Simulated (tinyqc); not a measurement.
Low-temperature mobility of a two-dimensional electron gas with static screening. Changing the sheet density n_s. Computed by tinyqc, a small Python program. Command: `OMP_NUM_THREADS=1 python tinyqc.py 3011483 3011484 out.jsonl twodeg sweep`. One thread of a shared host (Intel(R) Xeon(R) Processor @ 2.30GHz), about 0.04 s of CPU time with the checks.

One subband is filled, the gas is degenerate and scatters at the Fermi circle; one permittivity serves on both sides of the interface. All formulas are in SI units, masses times m_0. Piezoelectric and polar phonons are left out, and n_s is taken as set by a gate, independent of N_i.

Inputs (values chosen for the exercise, modelled on a strained silicon well): in-plane mass m = 0.195 m_0; mass across the layer m_z = 0.939 m_0; permittivity eps = 11.9; valley degeneracy g_v = 2; depletion charge N_d = 4.3e+10 1/cm^2; roughness height Delta = 0.45 nm; correlation length Lambda = 5.8 nm; remote charge density N_i = 1.4e+12 1/cm^2; distance d of the charges from the interface = 2.6 nm; density rho = 2329 kg/m^3; sound velocity v_l = 9280 m/s; deformation potential D_A = 8.8 eV; temperature T = 10 K.

Wave function: Fang-Howard. Roughness spectrum: exponential.

Constants: m_0 = 9.1093837015e-31 kg; e = 1.602176634e-19 C; eps_0 = 8.8541878128e-12 F/m; hbar = 1.054571817e-34 J s; k_B = 1.380649e-23 J/K.

Method:
- k_F = sqrt(2 pi n_s/g_v); E_F = hbar^2 k_F^2/(2 m); q_TF = g_v m e^2/(2 pi eps eps_0 hbar^2); Fang-Howard parameter b = [12 m_z e^2 (N_d + 11 n_s/32)/(eps eps_0 hbar^2)]^(1/3), mean depth 3/b; effective field F = e (N_d + n_s/2)/(eps eps_0).
- Form factors with u = q/b: screening G(q) = [1 + 9u/8 + 3u^2/8]/(1 + u)^3, remote charge P(q) = exp(-q d)/(1 + u)^3. Dielectric function eps(q) = 1 + q_TF G(q)/q, with q = 2 k_F sin(theta/2).
- Roughness: <|U|^2> = (e F)^2 S(q), S = pi Delta^2 Lambda^2/(1 + q^2 Lambda^2/2)^(3/2).
- 1/tau_t = (m/(pi hbar^3)) int_0^pi (1 - cos theta) <|U|^2>/eps(q)^2 dtheta; the quantum rate 1/tau_q drops the factor (1 - cos theta); 200 Gauss-Legendre points in s with theta = pi s^2, s from 0 to 1; mu = e tau_t/m.
- Remote charges: <|U|^2> = N_i [e^2 P(q)/(2 eps eps_0 q)]^2.
- Unscreened deformation potential in equipartition: 1/tau = m D_A^2 k_B T I/(rho v_l^2 hbar^3), I = int |psi|^4 dz = 3 b/16 for the Fang-Howard function (used for both wave-function options); mu = e tau/m. Bloch-Grueneisen temperature T_BG = 2 hbar v_l k_F/k_B.
- At the Fermi circle the rates add, so 1/mu is the sum; sheet resistance 1/(n_s e mu); mean free path hbar k_F mu/e; the quantum time adds the rates 1/tau_q, with the isotropic acoustic rate e/(m mu).

One run for each value; columns: (1) sheet density n_s (1/cm^2); (2) mobility mu (cm^2/(V s)); (3) roughness mobility (cm^2/(V s)); (4) remote-charge mobility (cm^2/(V s)); (5) acoustic mobility (cm^2/(V s)); (6) Dingle ratio tau_t/tau_q:
```
(1)        (2)        (3)        (4)        (5)    (6)
2.80e+11  2169  9.575e+05  2.188e+03  3.418e+05  1.728
5.10e+11  3323  2.890e+05  3.400e+03  2.942e+05  2.102
9.40e+11  5419  9.228e+04  5.894e+03  2.477e+05  2.677
1.70e+12  8073  3.395e+04  1.116e+04  2.070e+05  3.207
3.20e+12  8158  1.316e+04  2.458e+04  1.694e+05  2.868
5.90e+12  5110  5.852e+03  5.674e+04  1.390e+05  2.047
1.10e+13  2686  2.808e+03  1.365e+05  1.133e+05  1.709
2.00e+13  1460  1.490e+03  3.155e+05  9.298e+04  1.814
```

What does the table show, and why?

Over the rows, mobility mu (cm^2/(V s)) goes from 2170 through a maximum among these rows, 8160 at 3.20e12, to 1460; roughness mobility (cm^2/(V s)) falls from 957000 to 1490 (exponent d ln y / d ln x -2.0 between the first rows and -1.1 between the last); remote-charge mobility (cm^2/(V s)) rises from 2190 to 315000 (exponent d ln y / d ln x 0.74 between the first rows and 1.4 between the last). At the low end the exponent of roughness mobility is -2.00, close to -2: the field F grows as n_s and the rate as F^2. The lowest separate mobility is remote charges from 2.80e11 to 1.70e12, roughness from 3.20e12 to 2.00e13 per cm^2: faster electrons are deflected less by charges, while the field that presses them against the interface grows with n_s. Left out: 1.50e11 (the gas is not degenerate).

Caution (rows 2.80e11, 5.10e11): k_B T exceeds a quarter of E_F, so scattering at the Fermi circle alone and zero-temperature screening are rough. Caution (all rows): T is below the Bloch-Grueneisen temperature T_BG, so equipartition fails: the acoustic mobility is only a lower bound and the acoustic share of 1/mu is overstated. Caution (rows 2.80e11, 5.10e11): k_F l is below 5, so the Boltzmann picture is near its limit and localisation corrections matter. Caution (rows 2.00e13): E_F exceeds 1.1 (hbar^2 e^2 F^2/2 m_z)^(1/3), of the order of the first subband spacing (1.75 times that in a triangular well, less with self-consistent band bending), so a second subband may fill.

Extremes, crossings and ranges named in words are read from the listed rows.
